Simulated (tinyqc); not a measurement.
# Worked calculation: p-n diode, drift-diffusion by the Gummel loop with Scharfetter-Gummel fluxes

Program tinyqc, `OMP_NUM_THREADS=1 python tinyqc.py 2240043 2240044 out.jsonl`; Intel Xeon 2.30GHz, shared host, one thread, about 0.1 s. Printed values are rounded.

Abrupt junction at x = 0, p side from -Lp, n side to Ln, ohmic contacts. psi is counted from the intrinsic level; n = ni exp((psi - phin)/Vt), p = ni exp((phip - psi)/Vt). Contacts: p side psi = V - Vt ln(Na/ni), p = Na, n = ni^2/Na; n side psi = Vt ln(Nd/ni), n = Nd, p = ni^2/Nd. Constant mobilities, D = mu Vt, Boltzmann statistics, SRH recombination through a mid-gap level, U = (n p - ni^2)/(tp (n + ni) + tn (p + ni)). Current is positive from the p contact to the n contact.

Values chosen for this exercise; band and dielectric values those of a made-up semiconductor:
- T = 350 K (temperature)
- Eg = 1.78 eV (band gap)
- eps_r = 16.6 (relative permittivity)
- Nc = 5.34e17 cm^-3 (conduction-band density of states at T)
- Nv = 1.1e19 cm^-3 (valence-band density of states at T)
- Na = 8.5e17 cm^-3 (acceptor density of the p side)
- Nd = 7.9e16 cm^-3 (donor density of the n side)
- mun = 3800 cm^2/(V s) (electron mobility)
- mup = 240 cm^2/(V s) (hole mobility)
- tn = 1e-9 s (SRH lifetime of electrons)
- tp = 6e-7 s (SRH lifetime of holes)
- G = 0 cm^-3 s^-1 (uniform generation rate)
- V = 1.35 V (bias of the p contact)

Constants: q = 1.602176634e-19 C, kB = 1.380649e-23 J/K, Vt = kB T/q, eps0 = 8.8541878128e-14 F/cm where lengths are in cm. Results are converted to the units shown.

## Intrinsic density and built-in voltage

ni = sqrt(Nc Nv) exp(-Eg/(2 Vt)), Eg in volts; Vbi = Vt ln(Na Nd/ni^2).

ni = 3.70707e5 cm^-3
Vbi = 1.64514 V

## Round 1: Poisson equation

```
node  x (nm)  phin at the start (V)  phip at the start (V)
0      -1200                   1.35                   1.35
1       -546                      0                   1.35
2       -243                      0                   1.35
3       -102                      0                   1.35
4      -37.2                      0                   1.35
5         -7                      0                   1.35
6          7                      0                   1.35
7       35.1                      0                   1.35
8       91.4                      0                   1.35
9        205                      0                   1.35
10       431                      0                   1.35
11       887                      0                   1.35
12      1800                      0                      0
```

With phin and phip held, solve a_i (psi_(i+1) - psi_i) - a_(i-1) (psi_i - psi_(i-1)) + q w_i (p_i - n_i + C_i) = 0 for the inner nodes by Newton steps to convergence; a_i = eps0 eps_r/h_i, h_i = x_(i+1) - x_i, w_i = (h_(i-1) + h_i)/2, C = -Na or +Nd.

```
node   psi (V)  n after Poisson (cm^-3)  p after Poisson (cm^-3)
0     0.491602               1.61675e-7                   8.5e17
1     0.491602               4.44411e12               8.50004e17
2     0.491602               4.44411e12               8.50004e17
3     0.491603               4.44429e12               8.49970e17
4     0.491850               4.48091e12               8.43025e17
5     0.502879               6.45915e12               5.84832e17
6     0.597427               1.48456e14               2.54453e16
7     0.719949               8.62647e15               4.37898e14
8     0.782037               6.75877e16               5.58906e13
9     0.786677               7.88292e16               4.79203e13
10    0.786761               7.90468e16               4.77884e13
11    0.786761               7.90478e16               4.77878e13
12    0.786743                   7.9e16               1.73954e-6
```

## Round 1: electron continuity

With psi and p held, F_i = (mun Vt/h_i) [n_(i+1) B(d_i) - n_i B(-d_i)], d_i = (psi_(i+1) - psi_i)/Vt, B(d) = d/(exp(d) - 1); solve F_i - F_(i-1) = w_i [(n_i p_i - ni^2)/den_i - G] for the new n, with den = tp (n + ni) + tn (p + ni) taken at the old n and p, h_i = x_(i+1) - x_i, w_i = (h_(i-1) + h_i)/2; phin = psi - Vt ln(n/ni).

```
node  new n (cm^-3)  phin after round 1 (V)
0        1.61675e-7                 1.35000
1        2.40020e12                 0.01858
2        3.54249e12                 0.00684
3        4.08384e12                 0.00255
4        4.36962e12                 0.00076
5        6.44067e12                 0.00009
6        1.48415e14                 0.00001
7        8.62563e15                 0.00000
8        6.75819e16                 0.00000
9        7.88229e16                 0.00000
10       7.90414e16                 0.00000
11       7.90441e16                 0.00000
12           7.9e16                 0.00000
```

## Round 1: hole continuity

With psi and the new n held, F_i = (mup Vt/h_i) [p_(i+1) B(-d_i) - p_i B(d_i)], d_i = (psi_(i+1) - psi_i)/Vt, B(d) = d/(exp(d) - 1); solve F_i - F_(i-1) = w_i [(n_i p_i - ni^2)/den_i - G] for the new p, with den = tp (n + ni) + tn (p + ni) taken at the new n and the old p, h_i = x_(i+1) - x_i, w_i = (h_(i-1) + h_i)/2; phip = psi + Vt ln(p/ni).

```
node  new p (cm^-3)  phip after round 1 (V)
0            8.5e17                 1.35000
1        8.49983e17                 1.35000
2        8.49974e17                 1.35000
3        8.49936e17                 1.35000
4        8.42989e17                 1.35000
5        5.84806e17                 1.35000
6        2.54440e16                 1.35000
7        4.37687e14                 1.34999
8        5.51993e13                 1.34962
9        4.43968e13                 1.34770
10       3.79967e13                 1.34308
11       2.53254e13                 1.33085
12       1.73954e-6                 0.00000
```

## Round 2: Poisson equation

As before.

```
node   psi (V)  n after Poisson (cm^-3)  p after Poisson (cm^-3)
0     0.491602               1.61675e-7                   8.5e17
1     0.491601               2.40014e12               8.50002e17
2     0.491601               3.54236e12               8.50004e17
3     0.491602               4.08368e12               8.49970e17
4     0.491849               4.36943e12               8.43025e17
5     0.502878               6.44040e12               5.84830e17
6     0.597426               1.48411e14               2.54447e16
7     0.719949               8.62580e15               4.37679e14
8     0.782039               6.75866e16               5.51954e13
9     0.786678               7.88257e16               4.43953e13
10    0.786759               7.90370e16               3.79988e13
11    0.786754               7.90253e16               2.53315e13
12    0.786743                   7.9e16               1.73954e-6
```

## Round 2: electron continuity

As before.

```
node  new n (cm^-3)  phin after round 2 (V)
0        1.61675e-7                 1.35000
1        2.40007e12                 0.01858
2        3.54232e12                 0.00684
3        4.08366e12                 0.00255
4        4.36942e12                 0.00076
5        6.44040e12                 0.00009
6        1.48411e14                 0.00001
7        8.62580e15                 0.00000
8        6.75866e16                 0.00000
9        7.88257e16                 0.00000
10       7.90370e16                 0.00000
11       7.90253e16                 0.00000
12           7.9e16                 0.00000
```

## Round 2: hole continuity

As before.

```
node  new p (cm^-3)  phip after round 2 (V)
0            8.5e17                 1.35000
1        8.50002e17                 1.35000
2        8.50004e17                 1.35000
3        8.49970e17                 1.35000
4        8.43025e17                 1.35000
5        5.84830e17                 1.35000
6        2.54447e16                 1.35000
7        4.37678e14                 1.34999
8        5.51953e13                 1.34962
9        4.43947e13                 1.34770
10       3.79977e13                 1.34308
11       2.53310e13                 1.33085
12       1.73954e-6                 0.00000
```

## Course of the Gummel loop

Stop when phin and phip change by less than 1e-8 V, or after 80 rounds. J = Jn at the p contact + Jp at the n contact + q sum w_i U_i - q G sum w_i over the inner nodes, which avoids differences of large majority fluxes: Jn = (q mun Vt/h_0)[n_1 B(d_0) - n_0 B(-d_0)], Jp = (q mup Vt/h_last)[p_(N-1) B(d_last) - p_N B(-d_last)], d_i = (psi_(i+1) - psi_i)/Vt, B(d) = d/(exp(d) - 1), w_i = (h_(i-1) + h_i)/2.

Course of the iteration:
```
round  J (A/cm^2)  largest change of phin, phip (V)
1         1.05170                            0.0192
2         1.05170                           9.02e-7
3         1.05170                          2.68e-10
```

Converged in 3 rounds.

## Recombination and current

```
node  converged psi (V)  converged n (cm^-3)  converged p (cm^-3)
0              0.491602           1.61675e-7               8.5e17
1              0.491601           2.40007e12           8.50002e17
2              0.491601           3.54232e12           8.50004e17
3              0.491602           4.08366e12           8.49970e17
4              0.491849           4.36942e12           8.43025e17
5              0.502878           6.44040e12           5.84830e17
6              0.597426           1.48411e14           2.54447e16
7              0.719949           8.62580e15           4.37678e14
8              0.782039           6.75866e16           5.51953e13
9              0.786678           7.88257e16           4.43947e13
10             0.786759           7.90370e16           3.79977e13
11             0.786754           7.90253e16           2.53310e13
12             0.786743               7.9e16           1.73954e-6
```

U_i as defined. J = Jn at the p contact + Jp at the n contact + q sum w_i U_i - q G sum w_i over the inner nodes, which avoids differences of large majority fluxes: Jn = (q mun Vt/h_0)[n_1 B(d_0) - n_0 B(-d_0)], Jp = (q mup Vt/h_last)[p_(N-1) B(d_last) - p_N B(-d_last)], d_i = (psi_(i+1) - psi_i)/Vt, B(d) = d/(exp(d) - 1), w_i = (h_(i-1) + h_i)/2.

U, node 0 to 12 (cm^-3 s^-1): 0  2.39601e21  3.53349e21  4.07192e21  4.35588e21  6.39812e21  3.29831e22  7.29402e20  9.19920e19  7.39912e19  6.33294e19  4.22182e19  0
Jn at the p contact = 0.673888 A/cm^2
Jp at the n contact = 0.321827 A/cm^2
recombination = 0.0559829 A/cm^2
generation = 0 A/cm^2
J = 1.05170 A/cm^2

A 500-node mesh gives J = 1.044 A/cm^2; this mesh differs from it by 0.0081 A/cm^2 (0.77 %).
